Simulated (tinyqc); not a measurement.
Valley-orbit splitting of a donor ground state, with strain: one step, computed by the program tinyqc.

The basis is the 1s envelope in each valley; energies are counted from the unstrained conduction-band edge. The strain is e_s (a a^T - 1/3) for the unit stress axis a, so valley j along n_j moves by Xi_u e_s w_j with w_j = (n_j.a)^2 - 1/3: +1/3 for [111] and [-1-11], -1/3 for the others.

Problem. Levels without strain. By symmetry: E(A1) = E_0 + Lambda + 3 Delta_1 (one state), E(T2) = E_0 + Lambda - Delta_1 (three), as binding energies.

Inputs (values chosen for the exercise, modelled on donors in germanium): single-valley binding energy E_0 = 9.69 meV; central-cell shift Lambda = 0.86 meV; coupling Delta_1 = 1 meV.

Valleys: four along <111>. Stress axis: [110].

Give: E(A1); E(T2).

Solution.

E(A1) = 13.55 meV

E(T2) = 9.55 meV

Only A1 has all valley amplitudes in phase, so only it has weight at the nucleus.
